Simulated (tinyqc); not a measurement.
Valley-orbit splitting of a donor ground state, with strain: one step, computed by the program tinyqc.

The basis is the 1s envelope in each valley; energies are counted from the unstrained conduction-band edge. The strain is e_s (a a^T - 1/3) for the unit stress axis a, so valley j along n_j moves by Xi_u e_s w_j with w_j = (n_j.a)^2 - 1/3: +2/3 for [111], -2/9 for the others.

Problem. Levels and ground state under strain. Diagonalise H; the ground vector has positive components. The density at the nucleus, and so the contact hyperfine coupling, scales as (sum_j c_j)^2/(number of valleys), which is 1 without strain; the envelopes are held fixed.

Valleys: four along <111>. Stress axis: [111].

H (meV), lower triangle (symmetric):
```
            [111]    [1-1-1]    [-11-1]    [-1-11]
[111]     0.72667
[1-1-1]  -0.54000  -14.02889
[-11-1]  -0.54000   -0.54000  -14.02889
[-1-11]  -0.54000   -0.54000   -0.54000  -14.02889
```

Give: levels; valley amplitudes of the ground state; hyperfine ratio A/A_0.

Solution.

levels (meV): -15.16  -13.49  -13.49  0.78

valley amplitudes of the ground state: [111] 0.0588, [1-1-1] 0.5764, [-11-1] 0.5764, [-1-11] 0.5764

hyperfine ratio A/A_0 = 0.7991
